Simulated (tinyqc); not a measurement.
# Thermionic-field emission through a Schottky barrier, WKB: two studies

Metal on an n-type semiconductor with one parabolic valley; V > 0 is forward bias (metal positive). Energies E are counted from the conduction edge of the neutral semiconductor, whose Fermi level lies at -xi; that of the metal lies at -xi - V. The barrier is a parabola of height Vd = phi - xi - V (depletion approximation, no image force).

Values chosen for this exercise; band and dielectric values close to those of silicon: temperature T = 400 K; electron mass me = 0.256 m0; relative permittivity eps_r = 11.8; barrier height seen from the metal phi = 0.44 eV; donor density Nd = 1.3e19 cm^-3.

Constants: q = 1.602176634e-19 C, kB = 1.380649e-23 J/K, eps0 = 8.8541878128e-12 F/m, hbar = 1.054571817e-34 J s, h = 6.62607015e-34 J s, m0 = 9.1093837015e-31 kg, Vt = kB T/q. Results are converted to the units shown.

Each table varies one quantity; the others keep the values above.

## Contact resistivity against doping

Nc = 2 (2 pi me m0 kB T/h^2)^1.5 (times 1e-6 for cm^-3); Nd = Nc F12(-xi/Vt), F12(x) = (2/sqrt(pi)) int_0^infinity sqrt(u)/(1 + exp(u - x)) du; E00 = (hbar/2) sqrt(Nd/(me m0 eps0 eps_r)) in SI units (volts). For E < Vd, ln T(E) = -(Vd/E00) [sqrt(1 - y) - y ln((1 + sqrt(1 - y))/sqrt(y))], y = E/Vd; T(E) = 1 above. J = A* T (q/kB) int_0^infinity T(E) N(E) dE, N = ln[(1 + exp((-xi - E)/Vt))/(1 + exp((-xi - V - E)/Vt))], A* = 4 pi q me m0 kB^2/h^3 (times 1e-4 for A/(cm^2 K^2)). The integral is converged to the digits shown; the share over the barrier is that of E > Vd, and 0 means below 1e-6 %. The contact resistivity is rho_c = 1/(dJ/dV) at V = 0, where N becomes V f/Vt with f = 1/(1 + exp((E + xi)/Vt)). The last column is the thermionic value Vt exp(phi/Vt)/(A* T^2). By a common rule of thumb, E00/Vt below 0.5 marks thermionic emission, 0.5 to 5 thermionic-field emission and above 5 field emission.

Results:

| Nd (cm^-3) | E00/Vt | rho_c (ohm cm^2) | thermionic rho_c (ohm cm^2) |
|---|---|---|---|
| 9.3e16 | 0.09451 | 0.001393 | 0.002449 |
| 2.1e17 | 0.1420 | 0.001106 | 0.002449 |
| 4.9e17 | 0.2169 | 7.736e-4 | 0.002449 |
| 1.1e18 | 0.3250 | 4.589e-4 | 0.002449 |
| 5.9e18 | 0.7528 | 4.741e-5 | 0.002449 |
| 1.3e19 | 1.117 | 6.552e-6 | 0.002449 |
| 3.1e19 | 1.725 | 5.133e-7 | 0.002449 |
| 7.1e19 | 2.611 | 5.753e-8 | 0.002449 |

Estimate the missing row, Nd = 2.6e18 cm^-3.

Computed row:

| Nd (cm^-3) | E00/Vt | rho_c (ohm cm^2) | thermionic rho_c (ohm cm^2) |
|---|---|---|---|
| 2.6e18 | 0.4997 | 1.887e-4 | 0.002449 |

With this row back in the table: rho_c falls from 0.00139 to 5.75e-8 ohm cm^2: 0.57 of the thermionic value in the first row (thermionic emission) and 2.3e-5 of it in the last (thermionic-field emission). Between the last two rows ln rho_c changes by 0.384 eV for each unit of 1/E00, to be set beside phi = 0.44 eV of the rule rho_c ~ exp(phi/E00).

## Current against forward bias

Same model as above.

n = (dV/d ln J)/Vt.

Current against forward bias:

| V (V) | J (A/cm^2) | share over the barrier (%) | mean E/Vd | n |
|---|---|---|---|---|
| 0.138 | 7.678e4 | 0.986 | 0.4485 | 1.495 |
| 0.165 | 1.287e5 | 1.30 | 0.4575 | 1.537 |
| 0.193 | 2.170e5 | 1.75 | 0.4686 | 1.572 |
| 0.22 | 3.554e5 | 2.34 | 0.4812 | 1.603 |
| 0.248 | 5.865e5 | 3.19 | 0.4969 | 1.640 |
| 0.275 | 9.400e5 | 4.36 | 0.5152 | 1.683 |
| 0.303 | 1.512e6 | 6.09 | 0.5388 | 1.740 |
| 0.33 | 2.350e6 | 8.53 | 0.5680 | 1.815 |

Read the table: what changes, and by how much?

J rises from 76800 to 2.35e6 A/cm^2, and n rises from 1.49 to 1.81. The Padovani-Stratton slope is (E00/Vt) coth(E00/Vt) = 1.39; the middle row is 18 % above it.

Range of the model: One isotropic valley is assumed; bands with several valleys have a larger Richardson constant and Nc. The depletion approximation, a parabolic band and the neglect of image-force lowering make these currents estimates at high doping.

Program tinyqc, `OMP_NUM_THREADS=1 python tinyqc.py 2640074 2640075 out.jsonl`; Intel Xeon 2.30GHz, shared host, one thread, about 0.03 s.
